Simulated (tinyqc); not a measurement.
Hot electrons in a saturated n-channel MOSFET, lucky-electron model: two steps of the calculation.

Beyond pinch-off the lateral field grows as Esat cosh(y/l) over the velocity-saturated region (pseudo-two-dimensional model). Impact ionisation in this region gives the substrate current, which biases the body forward through Rsub. Currents are per width. Local-field laws: they overstate ionisation when the field peak is narrower than an energy relaxation length.

Inputs (values chosen for the exercise); values close to those of silicon n-channel devices:

| symbol | value | unit | meaning |
|---|---|---|---|
| L | 0.35 | um | channel length |
| tox | 8.7 | nm | oxide thickness |
| xj | 120 | nm | junction depth |
| mu | 350 | cm^2/(V s) | effective mobility |
| vs | 8.1e6 | cm/s | saturation velocity |
| lm | 8.1 | nm | hot-electron mean free path |
| pb | 3.2 | V | oxide barrier |
| Cg | 0.0016 |  | prefactor of the gate current |
| m | 3 |  | lifetime exponent |
| Hl | 21000 | s uA/um | lifetime constant |

Constants: eps0 = 8.8541878128e-14 F/cm where lengths are in cm. Results are converted to the units shown.

Problem 1. Length and field scales. Cox = 3.9 eps0/tox, l = sqrt(3 tox xj), Esat = 2 vs/mu.

Wanted: Cox; l; Esat; Esat L.

Solution 1.

Cox = 0.3969 uF/cm^2
l = 55.96 nm
Esat = 0.04629 MV/cm
Esat L = 1.620 V

Problem 2. Gate current, lifetime and channel shortening. Ig = Cg Id exp(-pb/(lm Em)); lifetime tau = (Hl/Id)(Isub/Id)^(-m); length of the saturated region dL = l ln[(dV/l + Em)/Esat]. 1 year = 3.15576e7 s.

Id = 202.84642 uA/um
dV = 2.0563929 V
Em = 0.37035116 MV/cm
Isub = 4.8582983 uA/um
l = 55.964274 nm
Esat = 0.046285714 MV/cm

Give: Isub/Id; Ig; tau; dL.

Solution 2.

Isub/Id = 0.02395
Ig = 7.561 pA/um
tau = 0.2388 years
dL = 155.0 nm

The lifetime misses ten years.

Numbers from tinyqc (`OMP_NUM_THREADS=1 python tinyqc.py 2550091 2550092 out.jsonl`; about 0.01 s on one thread of a shared Intel Xeon 2.30GHz).
